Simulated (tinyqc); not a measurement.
Inside a calculation. Model: capillary instabilities by surface diffusion: grooving and agglomeration of films, edge retraction, wire break-up and smoothing of roughness. Computed by tinyqc, a small Python program that keeps every step. Command: `OMP_NUM_THREADS=1 python tinyqc.py 3024704 3024705 out.jsonl dewet walk`. One thread of a shared host (Intel(R) Xeon(R) Processor @ 2.30GHz), about 0.01 s of CPU time with the checks. Intermediate numbers are printed to about 7 digits and carried at full precision; extremes and crossings named in words are read from the listed rows.

Isotropic surface energy; shapes change by surface diffusion alone.

Inputs (values chosen for the exercise, of the order of those of a copper film):
```
quantity                                value        unit
surface energy gamma_s                   1.79       J/m^2
grain-boundary energy gamma_b            0.46       J/m^2
interface energy gamma_i                  1.3       J/m^2
contact angle on the substrate theta       80     degrees
atomic volume Omega                      11.8  angstrom^3
surface sites nu                           16      1/nm^2
prefactor D0                          1.3e-06       m^2/s
activation energy Q                      1.03          eV
temperature T                             520           K
time t                                    920           s
film thickness h                          8.8          nm
grain radius R                            210          nm
wire radius r                              15          nm
initial ripple over radius               0.01           -
roughness wavelength lambda                32          nm
```

Grooves: at the surface and the interface.

Constants: k_B = 8.617333262e-05 eV/K; k_B = 1.380649e-23 J/K.

## The Mullins constant

B = D_s nu gamma_s Omega^2/(k_B T), D_s = D0 exp(-Q/(k_B T)).

D_s = 1.353025e-16 m^2/s

B = 75.15471 nm^4/s

length (B t)^(1/4) = 16.21571 nm

Lengths grow as t^(1/4): doubling one takes 16 times as long, or roughly 75 K more.

## Will grooves cut through?

Groove angle beta: sin(beta) = gamma_b/(2 gamma). For circular grains of radius R with spherical caps the groove ends (measured from the mean surface) at the depth R g(beta), g = (2 - 3 cos beta + cos^3 beta)/(3 sin^3 beta). The film parts if R [g(beta_s) + g(beta_i)] > h.

beta_s = 7.382438 degrees

beta_i = 10.19059 degrees

sum of g = 0.07700192

critical R/h = 12.98669

final depth over h = 1.837546

Given enough time, the grooves reach through: holes open at boundaries and, earlier, at triple junctions.

## Groove growth in time

Mullins' isolated groove: depth below the flat surface d = 0.780 m (B t)^(1/4), m = tan(beta_s), width between the ridges 4.6 (B t)^(1/4); time to reach h: (h/(0.780 m))^4/B.

groove depth = 1.638779 nm

groove width = 74.59227 nm

time to reach the substrate = 764956.4 s

Caution: the grains are too small for the surface groove ever to reach the depth h.

## Retraction of a straight edge

A rim shaped as a circular segment with contact angle theta holds the area h x; its radius r obeys r^2 (theta - sin theta cos theta) = h x. To advance, the edge must carry a strip of the rim height H = r (1 - cos theta) over the rim, driven by the curvature 1/r over the distance r theta (the scaling argument of Brandon and Bradshaw): H dx/dt = B/(theta r^2) gives x^(5/2) = (5/2) B t c^(3/2)/(theta (1 - cos theta) h^(3/2)), c = theta - sin theta cos theta.

retraction x = 36.01361 nm

rim height H = 13.29005 nm

present speed = 0.01565809 nm/s

The rim is 1.5 times the film thickness. x goes as t^(2/5) h^(-3/5): thin films retract faster.

## Break-up of a free wire

A wire with r + A cos(k z) has dA/dt = (B/r^4) (kr)^2 [1 - (kr)^2] A: unstable for wavelengths above 2 pi r, fastest at kr = 1/sqrt 2 with the rate B/(4 r^4); break-up time about (4 r^4/B) ln(r/A0); each wavelength makes a sphere of radius (3 r^2 lambda_m/4)^(1/3).

fastest wavelength = 133.2865 nm

break-up time = 12408.36 s

radius of the spheres = 28.22777 nm

t over the break-up time = 0.07414354

The wire survives t. Caution: faceting can stabilise wires along low-index directions.

## Smoothing against break-up

Roughness of wavelength lambda on a flat face decays as exp[-B (2 pi/lambda)^4 t]; the smoothing time is that for a factor e^3.

Times (s); the last column is (h/(0.780 tan beta_s))^4/B:
```
T (K)    B (nm^4/s)     smoothing  wire break-up  groove to depth h
442    1.530719e+00  1.318580e+03   6.092217e+05       3.755757e+07
468    6.494291e+00  3.107921e+02   1.435949e+05       8.852402e+06
494    2.359558e+01  8.554036e+01   3.952211e+04       2.436477e+06
520    7.515471e+01  2.685626e+01   1.240836e+04       7.649564e+05
546    2.138605e+02  9.437807e+00   4.360538e+03       2.688204e+05
572    5.521741e+02  3.655322e+00   1.688864e+03       1.041159e+05
624    2.887672e+03  6.989624e-01   3.229407e+02       1.990880e+04
```

All times share 1/B, so their ratios do not depend on T: break-up over smoothing is 460. An anneal can smooth this roughness well before the wire breaks. Smoothing is safe for lambda well below 2 pi r, above which a ripple along the wire grows instead. B spans 3.3 decades over these rows.

Checks made by the program: g against the volume of a spherical cap (relative difference below 1e-10).
